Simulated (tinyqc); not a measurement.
Natural valence-band line-up: bond-orbital model of a tetrahedral semiconductor (Harrison's universal couplings).

Hybrid level eh = (es + 3 ep)/4; metallic energy V1 = (ep - es)/4 for each atom; covalent energy V2 = 3.22 hbar^2/(m d^2); polar energy V3 = (ehc - eha)/2; hbar^2/m = 2c, c = hbar^2/2m0. Polarity ap = V3/sqrt(V2^2 + V3^2), covalency ac = V2/sqrt(V2^2 + V3^2). p-p coupling at Gamma Exx = (4/3)(2.22 - 2 x 0.63) hbar^2/(m d^2) = 1.28 hbar^2/(m d^2), s-s coupling Ess = 4 x 1.32 hbar^2/(m d^2).

Constants: hbar^2/2m0 = 3.80998211 eV angstrom^2.

Compounds, values chosen for the exercise (eV, angstrom):
```
name          esc    epc     esa     epa     d  Z
GaAs-like  -11.69  -5.65  -18.87   -8.86  2.45  5
CdTe-like   -7.24  -4.02  -19.01   -9.57  2.82  6
AlAs-like  -10.76  -5.69  -18.87   -9.06  2.44  5
BN-like    -13.36  -8.55  -26.48  -13.65  1.57  5
SiC-like   -14.66  -7.63  -19.32  -11.09  1.89  4
InSb-like  -10.19  -5.38  -16.23   -8.06  2.82  5
```

Ev is the lower root of [[epa, 1.28 u], [1.28 u, epc]], u = hbar^2/(m d^2). Without interface dipole the offset is the difference of Ev. With the dipole taken as complete, the mean hybrid levels (ehc + eha)/2 line up instead, so Ev less that mean is compared. Offsets are against the first row.

Line-up (eV):
```
name            Ev  mean hybrid  offset, natural  offset, hybrids aligned
GaAs-like   -9.539       -9.261            0.000                    0.000
CdTe-like   -9.829       -8.377           -0.290                   -1.174
AlAs-like   -9.725       -9.235           -0.186                   -0.212
BN-like    -15.807      -13.305           -6.269                   -2.225
SiC-like   -12.592      -11.268           -3.053                   -1.047
InSb-like   -8.537       -8.342            1.002                    0.084
```

What can be read from this table?

On the natural scale InSb-like has the highest valence band and BN-like the lowest, 7.27 eV apart; Ev is the anion p level pushed down by the p-p coupling, most for short and weakly polar bonds; cation d levels, left out, change the order of some real compounds. Aligning the hybrids changes the offsets by up to 4.04 eV (BN-like) and reverses no sign.

tinyqc: `OMP_NUM_THREADS=1 python tinyqc.py 1480089 1480090 out.jsonl`; about 0.01 s, one thread, shared Intel(R) Xeon(R) Processor @ 2.30GHz.
